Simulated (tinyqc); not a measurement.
Sheet resistance and Hall data of a diffused or implanted layer: one step, computed by the program tinyqc.

Carriers are taken equal to the net active doping down to the junction (full ionisation, which deep dopants in wide-gap hosts do not reach; no spill-over, no depletion), and the Hall factor is 1.

Question. Profile. N(x) = N_0 erfc(x/l), dose N_0 l/sqrt(pi), junction x_j = l erfc^-1(N_B/N_0). Mobility mu = mu_min + (mu_max - mu_min)/(1 + (N_t/N_ref)^alpha), N_t = active doping + N_B; carriers n = active doping - N_B, active doping min(N, N_s). sigma = e n mu.

Inputs (values chosen for the exercise, modelled on donors in GaAs):
```
quantity                                 value        unit
mu_min                                     509  cm^2/(V s)
mu_max                                    9630  cm^2/(V s)
N_ref                                  5.9e+16      1/cm^3
exponent alpha                            0.38           -
peak concentration N_0                 2.9e+19      1/cm^3
length scale l                              94          nm
background doping N_B (opposite type)  2.2e+16      1/cm^3
solubility limit N_s                   6.9e+18      1/cm^3
```

Profile: complementary error function. Activation: limited by solubility.

Constants: e = 1.602176634e-19 C.

Give: Depth, doping, carriers, mobility and conductivity at 2, 10, 20, 35, 50, 65, 80, 90 and 98 % of the layer.

Answer.

Depth, doping, carriers, mobility and conductivity at 2, 10, 20, 35, 50, 65, 80, 90 and 98 % of the layer:
```
x (nm)  N (1/cm^3)  n (1/cm^3)  mu (cm^2/(V s))  sigma (S/cm)
4.5      2.744e+19   6.878e+18             1791     1.974e+03
22.4     2.135e+19   6.878e+18             1791     1.974e+03
44.8     1.452e+19   6.878e+18             1791     1.974e+03
78.3     6.918e+18   6.878e+18             1791     1.974e+03
111.9    2.675e+18   2.653e+18             2239     9.514e+02
145.5    8.296e+17   8.076e+17             2936     3.799e+02
179.1    2.048e+17   1.828e+17             3928     1.150e+02
201.4    7.075e+16   4.875e+16             4678     3.654e+01
219.4    2.803e+16   6.027e+15             5212     5.033e+00
```

The mobility varies by a factor 2.9 across these points and the conductivity by 392.
